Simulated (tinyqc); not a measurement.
# Changing the substrate thickness t_S

Model: elastic strain and critical thickness of a cubic alloy layer A(1-x)B(x) on a thick substrate. Computed by tinyqc, a small Python program. Command: `OMP_NUM_THREADS=1 python tinyqc.py 3002142 3002143 out.jsonl misfit sweep`. One thread of a shared host (Intel(R) Xeon(R) Processor @ 2.30GHz), about 0.01 s of CPU time with the checks.

Strain is positive in tension. The layer is coherent with the substrate unless said otherwise.

Inputs (values chosen for the exercise, modelled on Ga(1-x)In(x)As on GaAs): fraction x of B = 0.19; lattice constant a_A = 5.653 angstrom; lattice constant a_B = 6.058 angstrom; substrate lattice constant a_S = 5.653 angstrom; layer thickness h = 37 nm; biaxial modulus of the substrate M_S = 130 GPa; wafer diameter W = 300 mm.

Growth plane: (001).

C11, C12, C44 of A (GPa): [117.9, 53.28, 59.27]

C11, C12, C44 of B (GPa): [81.71, 45.52, 39.1]

Method:
- a = (1 - x) a_A + x a_B, the same rule for each C_ij; misfit f = (a_S - a)/a, the in-plane strain of the coherent layer.
- (001): D = 2 C12/C11, M = C11 + C12 - 2 C12^2/C11. The free surface carries no normal stress, so e_perp = -D f; dV/V = 2 f + e_perp; stress = M f; energy per area = M f^2 h (1 GPa nm = 1 J/m^2).
- Stoney: curvature = 6 |stress| h/(M_S t_S^2); radius = 1/curvature; bow = curvature W^2/8.

One run for each value:
```
substrate thickness t_S (micrometre)  curvature (1/m)  radius of curvature (m)  bow (micrometre)
100                                            0.2625                      3.8              2954
150                                            0.1167                      8.6              1313
220                                            0.0542                     18.4               610
320                                            0.0256                     39.0               288
460                                            0.0124                     80.6               140
680                                            0.0057                    176.1                64
1000                                           0.0026                    380.9                30
```

Describe and explain the trends.

Over the rows, curvature (1/m) falls from 0.263 to 0.00263 (exponent d ln y / d ln x about -2.0 throughout); radius of curvature (m) rises from 3.81 to 381 (exponent d ln y / d ln x about 2.0 throughout); bow (micrometre) falls from 2950 to 29.5 (exponent d ln y / d ln x about -2.0 throughout). The exponent of curvature stays at -2: the bending stiffness grows as t^3 and the lever arm as t.

Caution (all rows): the curvature assumes a coherent layer, but h exceeds h_c. Caution (rows 100, 150, 220, 320, 460): a bow above a fifth of the wafer thickness is beyond Stoney's small-deflection limit.
